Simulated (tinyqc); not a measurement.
Inside a calculation. Method: coherent transport through a tight-binding region between two chains. One step of it, computed by the program tinyqc.

Task: Transmission at E = -0.76 eV. Surface Green function g = (E - i sqrt(4 t^2 - E^2)) / (2 t^2); self-energy tc^2 g on each contact site; G = (E - H - Sigma)^(-1); Gamma = -2 Im Sigma; T = Gamma_L Gamma_R |G_LR|^2; local density of states -Im G_ii / pi.

H of the central region (eV):
$$\begin{pmatrix}
0.000000 & -1.150000 & 0.000000 & 0.000000 & 0.000000 \\
-1.150000 & 1.230000 & -2.190000 & 0.000000 & 0.000000 \\
0.000000 & -2.190000 & 1.230000 & -0.310000 & 0.000000 \\
0.000000 & 0.000000 & -0.310000 & 1.230000 & -2.190000 \\
0.000000 & 0.000000 & 0.000000 & -2.190000 & 0.000000
\end{pmatrix}$$

Leads: semi-infinite chains with site energy 0:
```
parameter                           value
lead hopping t (eV)              2.880000
coupling to the left lead (eV)   0.200000
coupling to the right lead (eV)  0.270000
left contact site                       1
right contact site                      5
```

E = -0.760000 eV

Give: g; G; local density of states; transmission.

Result:

g = -0.0458-0.3442i 1/eV

G (1/eV):
$$\begin{pmatrix}
-0.2428-0.0014i & 0.7094+0.0020i & 0.7722+0.0025i & -0.0550+0.0025i & -0.1593+0.0019i \\
0.7094+0.0020i & 0.4677-0.0072i & 0.5091-0.0076i & -0.0362+0.0023i & -0.1050+0.0032i \\
0.7722+0.0025i & 0.5091-0.0076i & 0.0571-0.0082i & -0.0040+0.0008i & -0.0118+0.0019i \\
-0.0550+0.0025i & -0.0362+0.0023i & -0.0040+0.0008i & 0.2301-0.0112i & 0.6663-0.0103i \\
-0.1593+0.0019i & -0.1050+0.0032i & -0.0118+0.0019i & 0.6663-0.0103i & 0.6071-0.0096i
\end{pmatrix}$$

local density of states (1/eV): [0.0005, 0.0023, 0.0026, 0.0036, 0.0031]

transmission = 3.51e-05
